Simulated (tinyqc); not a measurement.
Worked calculation: Hubbard chain of 3 sites. One step of it, computed by the program tinyqc.

Question. Mean-field iteration 1. H(up) = T + U n(down), H(down) = T + U n(up); fill the lowest levels; n(new) = n + mixing (n(out) - n); E = tr T (rho up + rho down) + U sum n_up n_down of the output.

one-body matrix (hopping and site energies) (eV), lower triangle:
```
           1          2         3
1   0.000000
2  -1.330000   0.000000
3   0.000000  -1.330000  0.000000
```

U = 7.200000 eV

electrons, up and down: 2  1

mixing = 1

n(up) at the start (a guess, not normalised): 1 1.000000, 2 0.217000, 3 1.000000

n(down) at the start (a guess): 1 0.000000, 2 0.783000, 3 0.000000

Give: levels, up; levels, down; energy; n(up) after iteration 1; n(down) after iteration 1.

Answer.

levels, up (eV): -0.570  0.000  6.208

levels, down (eV): 0.992  7.200  7.770

energy = -0.953 eV

n(up) after iteration 1: 1 0.958, 2 0.084, 3 0.958

n(down) after iteration 1: 1 0.042, 2 0.916, 3 0.042
